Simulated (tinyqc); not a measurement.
Empirical pseudopotential in a few plane waves, step by step. One step of it, computed by the program tinyqc.

Task: Bloch Hamiltonian at k. Basis: the 15 shortest G (labels in 2 pi/a), the same at every k. H(G,G') = c |k + G|^2 delta + VS(|G-G'|^2) cos((G-G').tau) + i VA sin((G-G').tau), tau = a/8 (1,1,1); 1 Ry = 13.605693 eV.

Parameters chosen for this model: fcc lattice, atoms at +/- a/8 (1,1,1); form factors in rydberg at |G|^2 in units of (2 pi/a)^2:
```
parameter                 value      unit
a                      6.340000  angstrom
VS(3)                 -0.218000        Ry
VS(8)                  0.008000        Ry
VS(11)                 0.043000        Ry
VA(3)                  0.129000        Ry
VA(4)                  0.095000        Ry
VA(11)                 0.021000        Ry
hbar^2/2m (2 pi/a)^2   3.742003        eV
```

k point k (2 pi / a): -0.010000  -0.050000  0.320000

Give: H(k) at k.

Result:

H(k) at k (eV):
```
                 +0+0+0           -1-1-1           -1-1+1           -1+1-1
+0+0+0           0.3929   2.0973+1.2411i  -2.0973+1.2411i  -2.0973+1.2411i
-1-1-1   2.0973-1.2411i           9.6731   0.0000-1.2925i   0.0000-1.2925i
-1-1+1  -2.0973-1.2411i   0.0000+1.2925i          14.4628           0.1088
-1+1-1  -2.0973-1.2411i   0.0000+1.2925i           0.1088           8.9247
-1+1+1  -2.0973+1.2411i          -0.1088   0.0000+1.2925i   0.0000+1.2925i
+1-1-1  -2.0973-1.2411i   0.0000+1.2925i           0.1088           0.1088
+1-1+1  -2.0973+1.2411i          -0.1088   0.0000+1.2925i           0.0000
+1+1-1  -2.0973+1.2411i          -0.1088           0.0000   0.0000+1.2925i
+1+1+1   2.0973+1.2411i           0.0000          -0.1088          -0.1088
-2+0+0   0.0000-1.2925i  -2.0973+1.2411i  -2.0973-1.2411i  -2.0973-1.2411i
+0-2+0   0.0000-1.2925i  -2.0973+1.2411i  -2.0973-1.2411i   0.4137-0.2020i
+0+0-2   0.0000-1.2925i  -2.0973+1.2411i   0.4137-0.2020i  -2.0973-1.2411i
+0+0+2   0.0000+1.2925i  -0.4137-0.2020i   2.0973+1.2411i  -0.4137+0.2020i
+0+2+0   0.0000+1.2925i  -0.4137-0.2020i  -0.4137+0.2020i   2.0973+1.2411i
+2+0+0   0.0000+1.2925i  -0.4137-0.2020i  -0.4137+0.2020i  -0.4137+0.2020i

                 -1+1+1           +1-1-1           +1-1+1           +1+1-1
+0+0+0  -2.0973-1.2411i  -2.0973+1.2411i  -2.0973-1.2411i  -2.0973-1.2411i
-1-1-1          -0.1088   0.0000-1.2925i          -0.1088          -0.1088
-1-1+1   0.0000-1.2925i           0.1088   0.0000-1.2925i           0.0000
-1+1-1   0.0000-1.2925i           0.1088           0.0000   0.0000-1.2925i
-1+1+1          13.7144           0.0000           0.1088           0.1088
+1-1-1           0.0000           9.5234   0.0000-1.2925i   0.0000-1.2925i
+1-1+1           0.1088   0.0000+1.2925i          14.3132           0.1088
+1+1-1           0.1088   0.0000+1.2925i           0.1088           8.7750
+1+1+1   0.0000+1.2925i          -0.1088   0.0000+1.2925i   0.0000+1.2925i
-2+0+0   2.0973-1.2411i   0.4137-0.2020i  -0.4137-0.2020i  -0.4137-0.2020i
+0-2+0  -0.4137-0.2020i  -2.0973-1.2411i   2.0973-1.2411i  -0.4137-0.2020i
+0+0-2  -0.4137-0.2020i  -2.0973-1.2411i  -0.4137-0.2020i   2.0973-1.2411i
+0+0+2  -2.0973+1.2411i  -0.4137+0.2020i  -2.0973+1.2411i   0.4137+0.2020i
+0+2+0  -2.0973+1.2411i  -0.4137+0.2020i   0.4137+0.2020i  -2.0973+1.2411i
+2+0+0   0.4137+0.2020i   2.0973+1.2411i  -2.0973+1.2411i  -2.0973+1.2411i

                 +1+1+1           -2+0+0           +0-2+0           +0+0-2
+0+0+0   2.0973-1.2411i   0.0000+1.2925i   0.0000+1.2925i   0.0000+1.2925i
-1-1-1           0.0000  -2.0973-1.2411i  -2.0973-1.2411i  -2.0973-1.2411i
-1-1+1          -0.1088  -2.0973+1.2411i  -2.0973+1.2411i   0.4137+0.2020i
-1+1-1          -0.1088  -2.0973+1.2411i   0.4137+0.2020i  -2.0973+1.2411i
-1+1+1   0.0000-1.2925i   2.0973+1.2411i  -0.4137+0.2020i  -0.4137+0.2020i
+1-1-1          -0.1088   0.4137+0.2020i  -2.0973+1.2411i  -2.0973+1.2411i
+1-1+1   0.0000-1.2925i  -0.4137+0.2020i   2.0973+1.2411i  -0.4137+0.2020i
+1+1-1   0.0000-1.2925i  -0.4137+0.2020i  -0.4137+0.2020i   2.0973+1.2411i
+1+1+1          13.5648  -0.4137-0.2020i  -0.4137-0.2020i  -0.4137-0.2020i
-2+0+0  -0.4137+0.2020i          15.5106           0.1088           0.1088
+0-2+0  -0.4137+0.2020i           0.1088          16.1093           0.1088
+0+0-2  -0.4137+0.2020i           0.1088           0.1088          10.5712
+0+0+2  -2.0973-1.2411i          -0.1088          -0.1088           0.0000
+0+2+0  -2.0973-1.2411i          -0.1088           0.0000          -0.1088
+2+0+0  -2.0973-1.2411i           0.0000          -0.1088          -0.1088

                 +0+0+2           +0+2+0           +2+0+0
+0+0+0   0.0000-1.2925i   0.0000-1.2925i   0.0000-1.2925i
-1-1-1  -0.4137+0.2020i  -0.4137+0.2020i  -0.4137+0.2020i
-1-1+1   2.0973-1.2411i  -0.4137-0.2020i  -0.4137-0.2020i
-1+1-1  -0.4137-0.2020i   2.0973-1.2411i  -0.4137-0.2020i
-1+1+1  -2.0973-1.2411i  -2.0973-1.2411i   0.4137-0.2020i
+1-1-1  -0.4137-0.2020i  -0.4137-0.2020i   2.0973-1.2411i
+1-1+1  -2.0973-1.2411i   0.4137-0.2020i  -2.0973-1.2411i
+1+1-1   0.4137-0.2020i  -2.0973-1.2411i  -2.0973-1.2411i
+1+1+1  -2.0973+1.2411i  -2.0973+1.2411i  -2.0973+1.2411i
-2+0+0          -0.1088          -0.1088           0.0000
+0-2+0          -0.1088           0.0000          -0.1088
+0+0-2           0.0000          -0.1088          -0.1088
+0+0+2          20.1507           0.1088           0.1088
+0+2+0           0.1088          14.6125           0.1088
+2+0+0           0.1088           0.1088          15.2112
```
